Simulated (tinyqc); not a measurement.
Sp3 tight binding, zinc-blende lattice, step by step. Computed by tinyqc, a small Python program that keeps every step. Command: `OMP_NUM_THREADS=1 python tinyqc.py 24943 24944 out.jsonl` (the two numbers bound the seeds that draw the settings). One thread of a shared host (Intel(R) Xeon(R) Processor @ 2.60GHz), about 0.01 s of CPU time with the checks.

## Bloch Hamiltonian at k

Parameters chosen for this model: zinc-blende lattice, anion at 0, cation at a/4 (1,1,1); V = eta hbar^2 / (m d^2), hbar^2/m = 7.619964 eV angstrom^2:
```
parameter          value      unit
a               4.730000  angstrom
d               2.048150  angstrom
Es anion      -15.660000        eV
Ep anion       -5.630000        eV
Es cation     -15.660000        eV
Ep cation      -5.630000        eV
eta ss         -1.320000
eta sp          1.420000
eta pp sigma    2.220000
eta pp pi      -0.630000
V ss           -2.397747        eV
V sp            2.579394        eV
V pp sigma      4.032574        eV
V pp pi        -1.144379        eV
```

k point k (2 pi / a): [-0.60000, -0.65000, 0.28000]

Slater-Koster rules over the four bonds with direction cosines (l, m, n): ss V_ss; s-px l V_sp; px-s -l V_sp; px-px l^2 V_pps + (1 - l^2) V_ppp; px-py l m (V_pps - V_ppp); each times exp(i k.d).

H(k) at k (eV), order a s, a px, a py, a pz, c s, c px, c py, c pz:
```
[[-15.66000, 0.00000, 0.00000, 0.00000, -2.66522+2.81690i, 1.27112-2.27838i, 1.07212-2.70126i, -3.71797+0.77894i],
 [0.00000, -5.63000, 0.00000, 0.00000, -1.27112+2.27838i, 0.64611-0.68288i, -4.30826+0.90261i, 1.24234-3.13013i],
 [0.00000, 0.00000, -5.63000, 0.00000, -1.07212+2.70126i, -4.30826+0.90261i, 0.64611-0.68288i, 1.47293-2.64011i],
 [0.00000, 0.00000, 0.00000, -5.63000, 3.71797-0.77894i, 1.24234-3.13013i, 1.47293-2.64011i, 0.64611-0.68288i],
 [-2.66522-2.81690i, -1.27112-2.27838i, -1.07212-2.70126i, 3.71797+0.77894i, -15.66000, 0.00000, 0.00000, 0.00000],
 [1.27112+2.27838i, 0.64611+0.68288i, -4.30826-0.90261i, 1.24234+3.13013i, 0.00000, -5.63000, 0.00000, 0.00000],
 [1.07212+2.70126i, -4.30826-0.90261i, 0.64611+0.68288i, 1.47293+2.64011i, 0.00000, 0.00000, -5.63000, 0.00000],
 [-3.71797-0.77894i, 1.24234+3.13013i, 1.47293+2.64011i, 0.64611+0.68288i, 0.00000, 0.00000, 0.00000, -5.63000]]
```

## Levels at k

Diagonalise the Hermitian matrix.

eigenvalues (eV): [-21.08398, -16.38734, -11.61923, -10.85585, -4.90555, -1.34004, -0.40256, 1.49454]

weights |c|^2 of the basis functions, order a s, a px, a py, a pz, c s, c px, c py, c pz:
```
[[0.46252, 0.28077, 0.03252, 0.00003, 0.18628, 0.02526, 0.00006, 0.01256],
 [0.00839, 0.06546, 0.10862, 0.27646, 0.04304, 0.04213, 0.27986, 0.17606],
 [0.01039, 0.07009, 0.13376, 0.21737, 0.07540, 0.10905, 0.21407, 0.16986],
 [0.01869, 0.08367, 0.22510, 0.00615, 0.19529, 0.32356, 0.00601, 0.14152],
 [0.46252, 0.28077, 0.03252, 0.00003, 0.18628, 0.02526, 0.00006, 0.01256],
 [0.00839, 0.06546, 0.10862, 0.27646, 0.04304, 0.04213, 0.27986, 0.17606],
 [0.01039, 0.07009, 0.13376, 0.21737, 0.07540, 0.10905, 0.21407, 0.16986],
 [0.01869, 0.08367, 0.22510, 0.00615, 0.19529, 0.32356, 0.00601, 0.14152]]
```

## Bloch Hamiltonian at X

k point X (2 pi / a): [1, 0, 0]

As before.

H(k) at X (eV), order a s, a px, a py, a pz, c s, c px, c py, c pz:
```
[[-15.66000, 0.00000, 0.00000, 0.00000, 0.00000, 0.00000+5.95686i, 0.00000, 0.00000],
 [0.00000, -5.63000, 0.00000, 0.00000, 0.00000-5.95686i, 0.00000, 0.00000, 0.00000],
 [0.00000, 0.00000, -5.63000, 0.00000, 0.00000, 0.00000, 0.00000, 0.00000+6.90260i],
 [0.00000, 0.00000, 0.00000, -5.63000, 0.00000, 0.00000, 0.00000+6.90260i, 0.00000],
 [0.00000, 0.00000+5.95686i, 0.00000, 0.00000, -15.66000, 0.00000, 0.00000, 0.00000],
 [0.00000-5.95686i, 0.00000, 0.00000, 0.00000, 0.00000, -5.63000, 0.00000, 0.00000],
 [0.00000, 0.00000, 0.00000, 0.00000-6.90260i, 0.00000, 0.00000, -5.63000, 0.00000],
 [0.00000, 0.00000, 0.00000-6.90260i, 0.00000, 0.00000, 0.00000, 0.00000, -5.63000]]
```

## Levels at X

As before.

eigenvalues (eV): [-18.43181, -18.43181, -12.53260, -12.53260, -2.85819, -2.85819, 1.27260, 1.27260]

## Bands along a path

The same steps at evenly spaced points between the labelled ones.

Bands along the path (eV):
```
k            band 1     band 2     band 3     band 4    band 5    band 6    band 7    band 8
L         -21.67700  -16.28226  -10.24385  -10.24385  -5.95231  -1.01615  -1.01615   1.33157
L-G 0.25  -22.50397  -15.08208   -9.98451   -9.98451  -5.84288  -1.27549  -1.27549   0.84893
L-G 0.50  -23.87780  -12.59218   -9.28333   -9.28333  -5.60948  -1.97667  -1.97667  -0.50054
L-G 0.75  -24.88914   -9.81568   -8.41062   -8.41062  -5.56156  -2.84938  -2.84938  -2.31362
G         -25.25099   -7.95509   -7.95509   -7.95509  -6.06901  -3.30491  -3.30491  -3.30491
G-X 0.25  -24.76508   -9.62015   -9.03469   -9.03469  -4.95704  -3.23774  -2.22531  -2.22531
G-X 0.50  -23.35772  -12.36393  -10.78034  -10.78034  -3.78831  -3.07004  -0.47966  -0.47966
G-X 0.75  -21.17339  -15.40026  -12.06895  -12.06895  -3.10920  -2.89715   0.80895   0.80895
X         -18.43181  -18.43181  -12.53260  -12.53260  -2.85819  -2.85819   1.27260   1.27260
X-W 0.25  -18.43181  -18.43181  -12.53260  -12.53260  -2.85819  -2.85819   1.27260   1.27260
X-W 0.50  -18.43181  -18.43181  -12.53260  -12.53260  -2.85819  -2.85819   1.27260   1.27260
X-W 0.75  -18.43181  -18.43181  -12.53260  -12.53260  -2.85819  -2.85819   1.27260   1.27260
W         -18.43181  -18.43181  -12.53260  -12.53260  -2.85819  -2.85819   1.27260   1.27260
```

With 4 band(s) filled, the highest filled level on these points lies at G and the lowest empty one at G: a gap of 1.8861 eV, direct.
